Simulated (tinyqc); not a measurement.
Capillary instabilities by surface diffusion: grooving and agglomeration of films, edge retraction, wire break-up and smoothing of roughness: one step, computed by the program tinyqc. Command: `OMP_NUM_THREADS=1 python tinyqc.py 3015714 3015715 out.jsonl dewet walk`. One thread of a shared host (Intel(R) Xeon(R) Processor @ 2.30GHz), about 0.01 s of CPU time with the checks.

Isotropic surface energy; shapes change by surface diffusion alone.

Question. Retraction of a straight edge. A rim shaped as a circular segment with contact angle theta holds the area h x; its radius r obeys r^2 (theta - sin theta cos theta) = h x. To advance, the edge must carry a strip of the rim height H = r (1 - cos theta) over the rim, driven by the curvature 1/r over the distance r theta (the scaling argument of Brandon and Bradshaw): H dx/dt = B/(theta r^2) gives x^(5/2) = (5/2) B t c^(3/2)/(theta (1 - cos theta) h^(3/2)), c = theta - sin theta cos theta.

Inputs (values chosen for the exercise, of the order of those of a nickel silicide film):
```
quantity                              value     unit
contact angle on the substrate theta    115  degrees
temperature T                           897        K
time t                                 2100        s
film thickness h                         12       nm
```

B = 333.5034 nm^4/s

Give: retraction x; rim height H; present speed.

Answer.

retraction x = 78.449 nm

rim height H = 28.233 nm

present speed = 0.014943 nm/s

The rim is 2.4 times the film thickness. x goes as t^(2/5) h^(-3/5): thin films retract faster.
